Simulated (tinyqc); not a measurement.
What moves the coefficients: Boltzmann transport in a parabolic band with a power-law relaxation time.

F_j(eta) = (1/Gamma(j + 1)) integral_0^infinity x^j dx/(1 + exp(x - eta)), which tends to exp(eta) for eta << 0.

n = N F_1/2(eta) with N = 2 (m kB T/(4 pi c))^(3/2) with c = hbar^2/2m0, in 1/angstrom^3; times 1e24 for 1/cm^3, m = md.

tau = tau0 x^r with x = E/kT. With K_j = Gamma(j + 1) F_j(eta): <tau> = tau0 (r + 3/2) K_(r+1/2)/((3/2) K_(1/2)); mu = <tau>/(mc m0/e), m0/e = 5.685630e-12 kg/C; Hall factor rH = (3/2) K_(1/2) (2r + 3/2) K_(2r+1/2)/((r + 3/2) K_(r+1/2))^2; Seebeck S = -(kB/e) [(r + 5/2) K_(r+3/2)/((r + 3/2) K_(r+1/2)) - eta]; Lorenz number L = (kB/e)^2 [(r + 7/2) K_(r+5/2)/((r + 3/2) K_(r+1/2)) - ((r + 5/2) K_(r+3/2)/((r + 3/2) K_(r+1/2)))^2]; kB/e in V/K. Valley anisotropy is left out of rH.

Constants: hbar^2/2m0 = 3.80998211 eV angstrom^2; kB = 8.617333262e-05 eV/K.

Parameters, chosen for this exercise (masses near those of GaN; tau0 is set for a mobility of the usual size at this n, kL is a free input; freeze-out and phonon drag, which matter near 77 K, are left out; shifted at random, so the results belong to these values and not to a real crystal):

| symbol | value | unit | meaning |
|---|---|---|---|
| md | 0.198 | m0 | density-of-states mass |
| mc | 0.198 | m0 | conductivity mass |
| tau0 | 170 | fs | tau at E = kT |
| r | -0.5 |  | exponent of tau |
| T | 200 | K |  |
| kL | 65 | W/(m K) | lattice thermal conductivity |
| n | 1.2e+17 | 1/cm^3 | electron density |

sigma = e n mu with e = 1.602176634e-19 C; ZT = S^2 sigma T/(kL + L sigma T).

Results for these values:

| case | mu (cm^2/(V s)) | sigma (S/cm) | S (microvolt/K) | ZT |
|---|---|---|---|---|
| base | 1120 | 21.53 | -372.3 | 0.000918 |

What happens to each result for md = 0.257 m0, all else kept?

Answer: mu rises from 1120 to 1125; sigma rises from 21.53 to 21.63; S falls from -372.3 to -405.6; ZT rises from 0.000918 to 0.00109.

The same for each parameter in turn:

| case | mu (cm^2/(V s)) | sigma (S/cm) | S (microvolt/K) | ZT |
|---|---|---|---|---|
| base | 1120 | 21.53 | -372.3 | 0.000918 |
| md = 0.257 m0 | 1125 | 21.63 | -405.6 | 0.00109 |
| mc = 0.2574 m0 | 861.4 | 16.56 | -372.3 | 0.000706 |
| n = 2.4e+17 1/cm^3 | 1104 | 42.47 | -313.8 | 0.00129 |
| tau0 = 255 fs | 1680 | 32.29 | -372.3 | 0.00138 |
| kL = 32.5 W/(m K) | 1120 | 21.53 | -372.3 | 0.00184 |
| T = 250 K | 1124 | 21.62 | -400.8 | 0.00134 |

The row for T keeps tau0 fixed; for phonon scattering tau0 itself falls as T rises.

Computed by tinyqc, a small Python program: `OMP_NUM_THREADS=1 python tinyqc.py 1681598 1681599 out.jsonl` (the numbers bound the seed that draws the inputs); one thread of a shared host (Intel(R) Xeon(R) Processor @ 2.30GHz), about 0.01 s for the whole set of steps.
